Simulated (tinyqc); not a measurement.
Comparisons within one model: k.p theory built from an empirical-pseudopotential calculation at Gamma. A value that a table varies takes the place of the one given here.

Empirical pseudopotential on the fcc lattice, atoms at +/- tau, tau = a (1,1,1)/8, no spin-orbit coupling. H(G,G') = c (2 pi/a)^2 |k + G|^2 delta + VS(q) cos(q.tau) + i VA(q) sin(q.tau), q = G - G', c = hbar^2/2m0; k and G in units of 2 pi/a; VS at |q|^2 = 3, 8, 11 and VA at 3, 4, 11, in rydberg, zero elsewhere. The basis is fixed: all 113 G with |G|^2 up to Gcut. Energies are counted from the fourth level at Gamma.

k.p in the lowest n states at Gamma: H_nm = (E_n + c k^2) delta + 2 c k.<n|G|m>, k in 1/angstrom; with all states of the basis it is exact.

Empirical pseudopotential on the fcc lattice, atoms at +/- tau, tau = a (1,1,1)/8, no spin-orbit coupling. H(G,G') = c (2 pi/a)^2 |k + G|^2 delta + VS(q) cos(q.tau) + i VA(q) sin(q.tau), q = G - G', c = hbar^2/2m0; k and G in units of 2 pi/a; VS at |q|^2 = 3, 8, 11 and VA at 3, 4, 11, in rydberg, zero elsewhere. The basis holds all G with |G|^2 up to a cut-off. Energies are counted from the fourth level at Gamma.

For a multiplet A of d_A states, W(B) = (4 c/(3 d_A)) sum over n in A, m in B and i = x, y, z of |<n|G_i|m>|^2 (G in 1/angstrom, <n|G_i|m> = sum_G c_n(G)* G_i c_m(G)); the mean inverse mass of A is 1 + sum_B W(B)/(E_A - E_B). Multiplets with W = 0 are left out.

Valence parameters: D(u) = c + 4 c^2 sum_m <n|u.G|m><m|u.G|n'>/(0 - E_m) on the valence triplet, in units of c, has eigenvalues L, M, M along [100] and (L + 2M + 2N)/3, (L + 2M - N)/3 twice along [111]; g1 = -(L + 2M)/3, g2 = -(L - M)/6, g3 = -N/6.

Constants: hbar^2/2m0 = 3.80998211 eV angstrom^2; Ry = 13.60569312 eV.

Parameters, chosen for this exercise (near those of InAs; the results hold for these values, not for the real material):
- a = 6.034 angstrom (lattice constant)
- VS = (-0.224, 0.001, 0.05) Ry (symmetric form factors)
- VA = (0.081, 0.051, 0.03) Ry (antisymmetric form factors)
- Gcut = 20 (2 pi/a)^2 (largest |G|^2 of the fixed basis)
- VS3 = -0.224 Ry
- VS8 = 0.001 Ry
- VS11 = 0.05 Ry
- VA3 = 0.081 Ry
- VA4 = 0.051 Ry
- VA11 = 0.03 Ry

## How many bands a k.p model needs: band 4 from Gamma to L

Band 4 (counted from below) at k = f (0.5, 0.5, 0.5) 2 pi/a; n ends on whole multiplets.

Energies (eV):
```
f      n = 8  n = 15  n = 27  n = 113 (exact)
0.000  0.000   0.000   0.000            0.000
0.125  0.006  -0.033  -0.034           -0.035
0.250  0.029  -0.119  -0.127           -0.128
0.375  0.080  -0.234  -0.253           -0.255
0.500  0.173  -0.350  -0.386           -0.389
0.625  0.320  -0.446  -0.504           -0.510
0.750  0.531  -0.505  -0.593           -0.604
0.875  0.816  -0.518  -0.645           -0.662
1.000  1.179  -0.477  -0.652           -0.681
```

What can be read from the table?

With n = 8 the band stays within 0.05 eV of the exact one up to f = 0.125 (error at L: +1.861 eV). With n = 15 the band stays within 0.05 eV of the exact one up to f = 0.500 (error at L: +0.204 eV). With n = 27 the band stays within 0.05 eV of the exact one over the whole line (error at L: +0.029 eV). A smaller basis can only raise a level.

## Convergence with the plane-wave basis

E_s is the lowest empty singlet, Ep its W to the valence triplet, m its mass.

Results:
```
cut-off  plane waves  E_s (eV)  Ep (eV)  m (m0)     g1    g2    g3
8                 27     0.535    14.30  0.0362  10.14  4.15  4.75
11                51     0.475    14.67  0.0315  11.45  4.93  5.37
12                59     0.511    14.65  0.0338  10.78  4.54  5.03
16                65     0.500    14.71  0.0330  11.03  4.67  5.15
19                89     0.503    14.70  0.0331  10.98  4.65  5.13
20               113     0.521    14.69  0.0343  10.64  4.46  4.95
24               137     0.523    14.69  0.0345  10.60  4.45  4.93
```

What does this show, and why?

Against the last row, E_s errs most, by -0.048 eV, at cut-off 11, and by -0.002 eV in the last row but one. Ep varies by 2.8 % over the table and m by 13.7 %: the mass, near E_s/Ep, inherits the errors of both. Local form factors fix the converged values only roughly. The gap is a difference of two levels, so it need not converge steadily, and here it does not.

## What each form factor does (empirical-pseudopotential levels)

Lowest empty singlet and triplet at Gamma and the valence width there (fixed basis); lowest empty level at X = (1,0,0) and L = (1/2,1/2,1/2) from the valence top, these levels and that top with all |k + G|^2 up to 21. Singlet and triplet count orbital degeneracy. VS3 is VS at |q|^2 = 3, and so on. The row for a keeps the form factors fixed, so it is no model of a real expansion, which changes them too. Each row changes one parameter from the base and keeps the others.

Results:
```
case                singlet (eV)  triplet (eV)  X (eV)  L (eV)  width (eV)
base                       0.521         4.577   2.160   1.617      11.279
a = 6.094 angstrom         0.577         4.602   2.279   1.701      11.068
VS3 = -0.234 Ry            0.534         4.711   2.403   1.739      11.299
VS8 = -0.009 Ry            0.145         4.678   2.166   1.444      11.504
VS11 = 0.04 Ry             0.054         4.439   1.921   1.304      11.546
VA3 = 0.071 Ry             0.401         4.434   1.948   1.510      11.212
VA4 = 0.041 Ry             0.458         4.376   2.125   1.426      11.198
VA11 = 0.02 Ry             0.764         4.590   2.295   1.712      11.148
```

What can be read from the table?

The largest shifts from the base row, up to three for each result and ties (the steps differ in size, so this ranks the rows, not the parameters). singlet (eV): VS11 -0.468, VS8 -0.376, VA11 +0.243. triplet (eV): VA4 -0.200, VA3 -0.143, VS11 -0.138. X (eV): VS3 +0.243, VS11 -0.239, VA3 -0.213. L (eV): VS11 -0.313, VA4 -0.190, VS8 -0.173. width (eV): VS11 +0.267, VS8 +0.226, a -0.211.

(tinyqc, `OMP_NUM_THREADS=1 python tinyqc.py 1050710 1050711 out.jsonl`, Intel(R) Xeon(R) Processor @ 2.30GHz, 1 thread, shared host, about 0.7 s.)
